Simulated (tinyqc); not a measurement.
Six-transistor SRAM cell, nodal equations and margins: two steps of the calculation.

Two cross-coupled inverters (pull-down bn, pull-up bp) hold the nodes Q and QB; access transistors (ba, threshold VTn, gate on the word line at Vdd when selected) join them to the bit lines. Transistor (EKV form, voltages against the body): I = 2 n b Vt^2 [F(vp - Vs) - F(vp - Vd)] from drain to source, F(v) = ln^2(1 + exp(v/(2 Vt))), vp = (Vg - VT + sg |Vd - Vs|)/n. n-channel bodies are at 0; for the p-channel device all voltages are counted down from Vdd. b in uA/V^2 gives I in uA. For an access transistor the bit line is the drain and the node the source. In a read both bit lines are at Vdd. The cell is symmetric (no mismatch).

Inputs (values chosen for the exercise): temperature T = 400 K; supply voltage Vdd = 0.4 V; slope factor n = 1.23; drain-induced barrier lowering sg = 0.086; n-channel threshold VTn = 0.31 V; p-channel threshold (magnitude) VTp = 0.29 V; gain factor of the pull-down transistor bn = 390 uA/V^2; gain factor of the access transistor ba = 320 uA/V^2; gain factor of the pull-up transistor bp = 200 uA/V^2.

Constants: q = 1.602176634e-19 C, kB = 1.380649e-23 J/K, Vt = kB T/q. Results are converted to the units shown.

Problem 1. Node voltages in a read by Newton steps. F1 = In(gate QB, drain Q) - Ip(gate QB, drain Q) - Ia(bit line, Q), F2 the same with Q and QB exchanged; J by central differences with +/- 1e-6 V; solve J d = -F, limit each component to +/- 0.15 V and add.

(Q, QB) after iteration 1 (V): Q 0.03600108, QB 0.39985256

Wanted: F1, F2; J; (Q, QB) after iteration 2.

Solution 1.

F1, F2 (uA): [-0.45853, 0.00162]

J (uS):

|  | Q | QB |
|---|---|---|
| F1 | 48.286 | 10.374 |
| F2 | 0.109 | 14.600 |

(Q, QB) after iteration 2 (V): Q 0.04554, QB 0.39967

Problem 2. The largest square in the read butterfly. f(x) is the node voltage of one half-cell in a read for input x (In - Ip - Ia = 0). Static noise margin: side of the largest square between the curve (x, f(x)) and its mirror image (f(y), y); with h(c) the root x of f(x) - x = c, it is the maximum over c > 0 of h(c) - h(-c) + c.

| point | c (V) |
|---|---|
| 0 | 0.062 |
| 1 | 0.1 |
| 2 | 0.14 |
| 3 | 0.17 |
| 4 | 0.21 |
| 5 | 0.23 |
| 6 | 0.25 |

Wanted: h(c); h(-c); side.

Solution 2.

| point | h(c) (V) | h(-c) (V) | side (V) |
|---|---|---|---|
| 0 | 0.1904 | 0.2224 | 0.02995 |
| 1 | 0.1856 | 0.2401 | 0.04548 |
| 2 | 0.1800 | 0.2612 | 0.05875 |
| 3 | 0.1742 | 0.2783 | 0.06593 |
| 4 | 0.1615 | 0.3020 | 0.06941 |
| 5 | 0.1517 | 0.3144 | 0.06731 |
| 6 | 0.1392 | 0.3271 | 0.06212 |

The maximum over c is 69.48 mV, the read margin; with the word line off (no Ia) the same construction gives 140.6 mV.

tinyqc, about 0.1 s, one thread, Intel Xeon 2.30GHz (shared host): `OMP_NUM_THREADS=1 python tinyqc.py 2340089 2340090 out.jsonl`
